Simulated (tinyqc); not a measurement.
Charge control and current of a heterostructure field-effect transistor: one step, computed by the program tinyqc.

Two subbands in a triangular well; E_F is counted from the conduction band edge of the channel at the interface.

Question. Saturation current. With V = e n_s/C_g and V_c = v_s L/mu: for v = mu F up to v_s, I/W = C_g v_s V_c (sqrt(1 + (V/V_c)^2) - 1) and V_Dsat = V + V_c - sqrt(V^2 + V_c^2); g_m = dI/dV; extrinsic g_m/(1 + g_m R_S); f_T = g_m/(2 pi C_g L).

Inputs (values chosen for the exercise, modelled on AlGaAs/GaAs):
```
quantity,value,unit
mobility mu,8200,cm^2/(V s)
saturation velocity v_s,1.4,1e7 cm/s
gate length L,73,nm
source resistance R_S,0.59,ohm mm
temperature T,300,K
```

Charge source: delta doping. Velocity law: two-piece.

sheet density n_s = 8.572466e+11 1/cm^2

gate capacitance C_g = 0.3207400 microfarad/cm^2

Constants: e = 1.602176634e-19 C.

Give: V; V_c; V_Dsat; saturation current I/W; intrinsic g_m; extrinsic g_m; intrinsic f_T.

Answer.

V = 0.42822 V

V_c = 0.012463 V

V_Dsat = 0.012282 V

saturation current I/W = 186.77 mA/mm

intrinsic g_m = 448.85 mS/mm

extrinsic g_m = 354.87 mS/mm

intrinsic f_T = 305.10 GHz

V/V_c = 34.36: velocity saturation rules; I is 97 % of e n_s v_s = 192 mA/mm.
